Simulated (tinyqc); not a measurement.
When the interface binds a state: heterojunction of two tight-binding chains.

Left chain: hopping -t1, sites at 2 t1 (band bottom 0). Right chain: hopping -t2, sites at dE + 2 t2 (bottom dE). t = c/(m a^2), c = hbar^2/2m0. The bond across the interface is -tc with tc = f sqrt(t1 t2), and the last left site has the extra energy U. In a chain E = bottom + 2t (1 - cos(ka)); the surface Green function of a half chain is g = -exp(ika)/t, with Im k > 0 where cos(ka) > 1.

Constants: hbar^2/2m0 = 3.80998211 eV angstrom^2.

Parameters, chosen for this exercise (masses and offset of the size met at InAs / GaSb; not measured data):
- a = 5.65 angstrom (site spacing)
- m1 = 0.027 m0 (mass on the left)
- m2 = 0.045 m0 (mass on the right)
- dE = 0.77 eV (band offset)
- f = 1 (factor on the interface hopping)

A state below both bands solves E - 2 t1 - U - S1(E) - S2(E) = 0 for E < 0, with S1 = -t1 z1, S2 = -(tc^2/t2) z2 and |z| < 1 the decaying root of z + 1/z = 2 - (E - bottom)/t. Decay lengths -a/ln|z|. The threshold is the U that solves the equation at E = 0. A dash: no bound state.

Interface state:
```
U (eV)   E (eV)  decay left (angstrom)  decay right (angstrom)
-0.55         -                      -                       -
-1.10         -                      -                       -
-1.64         -                      -                       -
-2.01   -0.0070                  142.4                    10.6
-2.37   -0.0511                   52.6                    10.3
-2.92   -0.1704                   28.8                     9.6
-3.65   -0.3953                   19.0                     8.7
-5.48   -1.1965                   11.0                     6.8
```

threshold U = -1.8250 eV

What does the comparison show, and why?

The step pushes the state out, so an attraction must exceed 1.8250 eV to bind; 5 of the 8 rows are bound. At U = -5.48 eV the state decays over 11.0 angstrom to the left and 6.8 to the right, where the band lies higher.

Run: tinyqc, `OMP_NUM_THREADS=1 python tinyqc.py 1482587 1482588 out.jsonl`; Intel(R) Xeon(R) Processor @ 2.30GHz, one thread, shared host; about 0.01 s of CPU time with all checks.
